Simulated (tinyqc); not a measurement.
## MESFET, gradual channel with velocity saturation: effect of the low-field mobility at this doping on saturation

A uniformly doped n-type channel, depleted from the top by a Schottky gate; at channel potential V the depleted share of a is u = sqrt((Vbi - Vg + V)/Vp), s at the source. Electrons drift with v = mu E/(1 + mu E/vsat). Abrupt depletion edge, no series resistance, source at 0.

Vbi = phiB - Vt ln(Nc/Nd); Vp = q Nd a^2/(2 eps0 eps_r); G0 = q mu Nd a W/L; Z = mu Vp/(vsat L); s = sqrt((Vbi - Vg)/Vp). I = (G0 Vp/3) F/(1 + Z (u^2 - s^2)), F = 3 (u^2 - s^2) - 2 (u^3 - s^3), with u at V = Vd; Z = 0 gives constant mobility, for which u stops at 1. The current peaks at u = um, the root of (1 - u)(1 + Z (u^2 - s^2)) = Z F/3; beyond Vdsat = Vp (um^2 - s^2) it is held at that value. gm = G0 (um - s)/(1 + Z (um^2 - s^2)).

Inputs (values chosen for the exercise); material values close to those of gallium arsenide: temperature T = 325 K; relative permittivity of the semiconductor eps_r = 13.1; conduction-band density of states at T Nc = 4.93e17 cm^-3; donor density of the channel Nd = 3.7e16 cm^-3; channel thickness a = 240 nm; saturation velocity vsat = 8.7e6 cm/s; gate length L = 0.5 um; gate width W = 300 um; Schottky barrier phiB = 0.91 V; gate voltage Vg = 0 V.

Constants: q = 1.602176634e-19 C, kB = 1.380649e-23 J/K, Vt = kB T/q, eps0 = 8.8541878128e-14 F/cm where lengths are in cm. Results are converted to the units shown.

Results:

| mu (cm^2/(V s)) | Z | um | Vdsat (V) | Isat (mA) | Isat for Z = 0 (mA) | gm (mS) |
|---|---|---|---|---|---|---|
| 860 | 2.910 | 0.9284 | 0.4311 | 2.660 | 5.455 | 6.899 |
| 1400 | 4.737 | 0.9088 | 0.3783 | 3.385 | 8.880 | 8.328 |
| 2300 | 7.783 | 0.8883 | 0.3240 | 4.147 | 14.59 | 9.698 |
| 3800 | 12.86 | 0.8681 | 0.2717 | 4.898 | 24.10 | 10.94 |
| 10000 | 33.84 | 0.8337 | 0.1855 | 6.177 | 63.43 | 12.87 |
| 17000 | 57.52 | 0.8181 | 0.1478 | 6.753 | 107.8 | 13.68 |

Estimate the missing row, mu = 6300 cm^2/(V s).

Computed row:

| mu (cm^2/(V s)) | Z | um | Vdsat (V) | Isat (mA) | Isat for Z = 0 (mA) | gm (mS) |
|---|---|---|---|---|---|---|
| 6300 | 21.32 | 0.8492 | 0.2239 | 5.600 | 39.96 | 12.03 |

With this row back in the table: As mu goes from 860 to 17000 cm^2/(V s), Vdsat falls from 0.431 to 0.148 V, Isat rises from 2.66 to 6.75 mA and gm rises from 6.90 to 13.7 mS. Isat is 0.488 of the constant-mobility value in the first row and 0.0626 in the last.

Numbers from tinyqc (`OMP_NUM_THREADS=1 python tinyqc.py 2500053 2500054 out.jsonl`; about 0.05 s on one thread of a shared Intel Xeon 2.30GHz).
